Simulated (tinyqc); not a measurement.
# Surface Green function of a dimerised chain, Sancho-Rubio decimation: end state of the dimerised chain

A semi-infinite lead of cells 0, 1, 2, ... with H0 inside a cell and H1 = <cell i|H|cell i + 1>. Cell A, B with A at the surface; -t1 joins A and B, -t2 joins B to the next A. z = E + i eta.

Start with e_s = e = H0, a = H1, b = H1^dagger. Each round: g = (z - e)^(-1); e_s <- e_s + a g b; e <- e + a g b + b g a; a <- a g a; b <- b g b (all with the old a, b). Round k joins cells 2^k apart. Stop when the largest entry of the matrices a and b is below 1e-12 eV; g_s = (z - e_s)^(-1), bulk (z - e)^(-1), density of states -Im Tr/pi. At E = dl and eta = 0.0001 eV the weight of a bound state on the first A site is -eta Im g_s(A, A).

Inputs (values chosen for the exercise):
- t2 = 1 eV (hopping between cells)
- dl = 0 eV (site energy, +dl on A and -dl on B)

Results:
```
t1 (eV)  half gap sqrt(dl^2 + (t1 - t2)^2) (eV)  weight from g_s  1 - (t1/t2)^2, or 0
0.1                                      0.9000           0.9900               0.9900
0.3                                      0.7000           0.9100               0.9100
0.7                                      0.3000           0.5100               0.5100
0.9                                      0.1000           0.1900               0.1900
1.1                                      0.1000         4.762e-8                    0
1.3                                      0.3000         1.449e-8                    0
1.5                                      0.5000         8.000e-9                    0
```

Estimate the missing row, t1 = 0.5 eV.

Computed row:
```
t1 (eV)  half gap sqrt(dl^2 + (t1 - t2)^2) (eV)  weight from g_s  1 - (t1/t2)^2, or 0
0.5                                      0.5000           0.7500               0.7500
```

With this row back in the table: For t1 < t2 = 1 eV the weak bond comes first and a state is bound to the end at E = dl; its weight on the first site falls from 0.990 to 0.190 over these rows and follows 1 - (t1/t2)^2. For t1 > t2 there is none, and the column holds only a remainder of order eta^2 (8.0e-9 in the last row).

Numbers from tinyqc (`OMP_NUM_THREADS=1 python tinyqc.py 2680024 2680025 out.jsonl`; about 0.01 s on one thread of a shared Intel Xeon 2.30GHz).
